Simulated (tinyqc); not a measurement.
## n-type polysilicon, carrier trapping at grain boundaries: effect of the grain size

One-dimensional grains of size Lg, uniform ionised doping N, monovalent traps Qt at each boundary at a depth Et below (for electrons) or above (for holes) the band edge there, abrupt depletion of width W on each side of a boundary, Boltzmann statistics. xi is the distance from the band edge at the grain centre to the Fermi level. Trapped charge Qt/(1 + exp((xi + VB - Et)/Vt)) = 2 N W, barrier VB = q N W^2/(2 eps0 eps_r).

If the trap equation with xi = Vt ln(NB/N) has a root W < Lg/2, the grain is partly depleted; otherwise W = Lg/2 and the trap equation gives xi = Et - VB + Vt ln(Qt/(N Lg) - 1). N* = Qt/Lg. n0 = NB exp(-xi/Vt); mean density n0 (1 - 2 W/Lg) by charge balance in a partly depleted grain, and n0 (sqrt(pi)/2) erf(u)/u with u = sqrt(VB/Vt) in a fully depleted one; v = sqrt(kB T/(2 pi ms m0)); barrier resistivity Vt exp(VB/Vt)/(q fe n0 v Lg); grain resistivity (1 - 2 W/Lg)/(q n0 mug); effective mobility 1/(q mean density total resistivity). Rows with xi above 0.45 V, towards mid-gap, are left out, since the other carrier type is ignored.

Parameters, values chosen for the exercise; values of the order met in polycrystalline silicon:

| symbol | value | unit | meaning |
|---|---|---|---|
| T | 300 | K | temperature |
| eps_r | 11.7 |  | relative permittivity |
| NB | 2.8e19 | cm^-3 | conduction-band density of states at T |
| Qt | 4e12 | cm^-2 | trap density of a grain boundary |
| Et | 0.42 | eV | depth of the trap level from the majority band edge at the boundary |
| ms | 0.47 | m0 | mass for thermionic emission |
| fe | 0.5 |  | correction factor of the emission rate |
| mug | 47 | cm^2/(V s) | mobility inside the grains |
| N | 8.9e17 | cm^-3 | doping |

Constants: q = 1.602176634e-19 C, kB = 1.380649e-23 J/K, m0 = 9.1093837015e-31 kg, Vt = kB T/q, eps0 = 8.8541878128e-14 F/cm where lengths are in cm. Results are converted to the units shown.

Effect of the grain size:
columns A: Lg (nm); B: N/N*; C: depleted share 2 W/Lg; D: VB (V); E: xi (V); F: mean density (cm^-3); G: resistivity (ohm cm); H: effective mobility (cm^2/(V s))
```
A         B        C        D        E         F        G        H
10   0.2225    1.000  0.01721   0.4351  1.119e12  1.167e5    47.79
17   0.3782    1.000  0.04972   0.3831  6.227e12  3.229e4    31.05
31   0.6897    1.000   0.1653   0.2340  1.150e15     4845    1.120
53    1.179   0.7562   0.2763  0.08916  2.170e17    765.3  0.03758
94    2.091   0.4263   0.2763  0.08916  5.106e17    431.5  0.02833
160   3.560   0.2505   0.2763  0.08916  6.671e17    253.6  0.03690
290   6.452   0.1382   0.2763  0.08916  7.670e17    140.0  0.05813
500   11.12  0.08015   0.2763  0.08916  8.187e17    81.25  0.09383
```

What does the comparison show, and why?

As Lg goes from 10 to 500, VB rises from 0.0172 to 0.276 V, the resistivity falls from 1.17e5 to 81.3 ohm cm and the effective mobility goes from 47.8 through a minimum of 0.0283 (at Lg = 94 among the rows listed) to 0.0938 cm^2/(V s). For Lg = 10 VB is below Vt, where abrupt depletion and thermionic emission are rough. For Lg = 53 the grain is near the changeover between partial and full depletion, within a few Debye lengths, where both limits are rough. For Lg = 10 the effective mobility exceeds mug, since drift through the depleted part of the grain is left out.

tinyqc, about 0.01 s, one thread, Intel Xeon 2.30GHz (shared host): `OMP_NUM_THREADS=1 python tinyqc.py 2830005 2830006 out.jsonl`
